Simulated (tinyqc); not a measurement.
# Worked calculation: double-gate transistor below threshold, two-dimensional Poisson equation on a small mesh

tinyqc, about 0.1 s, one thread, Intel Xeon 2.30GHz (shared host): `OMP_NUM_THREADS=1 python tinyqc.py 2480134 2480135 out.jsonl` Printed values are rounded.

Half of a symmetric double-gate structure: row 0 is the mid-plane of the body, where the normal field vanishes. Mobile charge is neglected (subthreshold), the body is fully depleted, and potentials are counted from the intrinsic level; rows run upward to the gate, columns from source to drain.

Parameters, values chosen for the exercise; semiconductor permittivity close to that of silicon:
```
symbol,value,unit,meaning
T,273,K,temperature
eps_r,11.5,,relative permittivity of the semiconductor
eox,22,,relative permittivity of the insulator
tb,6,nm,half the body thickness
tox,3.7,nm,insulator thickness
L,25,nm,channel length
Na,0,cm^-3,acceptor density of the depleted body
Vbi,0.51,V,potential of the source
Vfb,-0.04,V,gate offset
Vg,0.05,V,gate voltage
Vd,0.7,V,drain voltage
```

Constants: q = 1.602176634e-19 C, kB = 1.380649e-23 J/K, Vt = kB T/q, eps0 = 8.8541878128e-14 F/cm where lengths are in cm. Results are converted to the units shown.

## Coefficients of the five-point equations

Mesh: rows i = 0..2 in the semiconductor (step hs = tb/2, row 2 on the interface), then 2 step(s) ho = tox/2 up to the gate row 4; columns j = 0..6 (step hy = L/6). Box integration, divided by eps0: up_i = eps hy/h of the interval above row i, dn_i = that of the interval below (0 for row 0), lat_i = (sum of eps h/2 over the intervals above and below)/hy, s_i = -q Na w_i hy/eps0 with w_i the semiconductor height of the box (hs/2 for row 0 and the interface row, hs between, 0 in the insulator). Each free node obeys (up + dn + 2 lat) psi = up psi(above) + dn psi(below) + lat [psi(left) + psi(right)] + s.

```
row        up        dn    lat  s (V)
0    15.97222         0   4.14      0
1    15.97222  15.97222   8.28      0
2    49.54955  15.97222  9.024      0
3    49.54955  49.54955  9.768      0
```

## Iteration 1: over-relaxation sweep (omega = 1.3)

psi at the start (fixed values on the edges, free nodes at the gate value) (V):
```
            j=0       j=1       j=2       j=3       j=4       j=5       j=6
row 0  0.510000  0.090000  0.090000  0.090000  0.090000  0.090000  1.210000
row 1  0.510000  0.090000  0.090000  0.090000  0.090000  0.090000  1.210000
row 2  0.510000  0.090000  0.090000  0.090000  0.090000  0.090000  1.210000
row 3  0.300000  0.090000  0.090000  0.090000  0.090000  0.090000  0.650000
row 4  0.090000  0.090000  0.090000  0.090000  0.090000  0.090000  0.090000
```

Free nodes: rows 0..3, columns 1..5, taken row by row from row 0, left to right. t = (up psi(above) + dn psi(below) + lat [psi(left) + psi(right)] + s)/(up + dn + 2 lat), with the newest neighbours; psi(new) = psi + 1.3 (t - psi).

psi after iteration 1 (V):
```
            j=0       j=1       j=2       j=3       j=4       j=5       j=6
row 0  0.510000  0.183205  0.110684  0.094590  0.091019  0.338774  1.210000
row 1  0.510000  0.223105  0.128393  0.100485  0.092763  0.445657  1.210000
row 2  0.510000  0.182029  0.112458  0.095758  0.091495  0.335798  1.210000
row 3  0.300000  0.162446  0.109948  0.095261  0.091375  0.283547  0.650000
row 4  0.090000  0.090000  0.090000  0.090000  0.090000  0.090000  0.090000
```

## Iteration 2: over-relaxation sweep (omega = 1.3)

As before.

psi after iteration 2 (V):
```
            j=0       j=1       j=2       j=3       j=4       j=5       j=6
row 0  0.510000  0.273794  0.158471  0.113021  0.152376  0.582259  1.210000
row 1  0.510000  0.269869  0.159650  0.115244  0.201042  0.572442  1.210000
row 2  0.510000  0.225033  0.135708  0.105226  0.154842  0.451636  1.210000
row 3  0.300000  0.166197  0.117552  0.099785  0.146559  0.294286  0.650000
row 4  0.090000  0.090000  0.090000  0.090000  0.090000  0.090000  0.090000
```

## Course of the iteration: over-relaxation sweep (omega = 1.3)

Stop when the largest change of psi is below 1e-7 V, or after 400 iterations. Fixed values: gate row Vg - Vfb; column 0 at Vbi and the last column at Vbi + Vd in the semiconductor, each running linearly to Vg - Vfb across the insulator.

Course of the iteration:
```
iteration  psi at row 0, j = 3 (V)  largest |change| of one entry (V)
1                       0.09459014                              0.356
2                        0.1130209                              0.243
3                        0.1385646                              0.134
4                        0.1976542                             0.0633
5                        0.2368447                             0.0436
6                        0.2647449                             0.0279
7                        0.2755385                             0.0154
8                        0.2796512                            7.80e-3
9                        0.2822013                            3.62e-3
...                            ...                                ...
15                       0.2843559                            3.45e-5
16                       0.2843687                            1.61e-5
17                       0.2843748                            7.67e-6
18                       0.2843777                            3.63e-6
19                       0.2843790                            1.72e-6
20                       0.2843797                            8.15e-7
21                       0.2843800                            3.86e-7
22                       0.2843801                            1.83e-7
23                       0.2843802                            8.67e-8
```

Converged in 23 iterations. At the end each change is about 0.47 times the one before: linear convergence.

## Barrier, swing and barrier lowering

converged psi (V):
```
            j=0       j=1       j=2       j=3       j=4       j=5       j=6
row 0  0.510000  0.342542  0.266150  0.284380  0.413993  0.707770  1.210000
row 1  0.510000  0.318937  0.241624  0.255510  0.371442  0.653738  1.210000
row 2  0.510000  0.236364  0.169820  0.173739  0.242648  0.457683  1.210000
row 3  0.300000  0.172032  0.133842  0.135543  0.174519  0.296635  0.650000
row 4  0.090000  0.090000  0.090000  0.090000  0.090000  0.090000  0.090000
```

d psi/dVg on row 0: j=0 0.0000000, j=1 0.4348629, j=2 0.6752316, j=3 0.7475581, j=4 0.6752316, j=5 0.4348629, j=6 0.0000000
d psi/dVd on row 0: j=0 0.000000, j=1 0.021691, j=2 0.056782, j=3 0.126221, j=4 0.267987, j=5 0.543446, j=6 1.000000

The barrier is read along row 0, the path farthest from the gate. Take the node j of lowest psi: barrier Vbi - psi_j; swing Vt ln 10/(d psi_j/dVg); DIBL = (d psi_j/dVd)/(d psi_j/dVg). The derivatives solve the same equations with s = 0 and a unit change of that voltage.

j = 2
barrier = 0.2438500 V
swing = 80.22292 mV/decade
DIBL = 84.09228 mV/V

A mesh of 12, 8 and 80 steps (semiconductor, insulator, channel) gives a barrier of 0.260 V, a swing of 73.8 mV a decade and a DIBL of 94.6 mV/V; the small mesh puts the barrier 6.1 % below that.
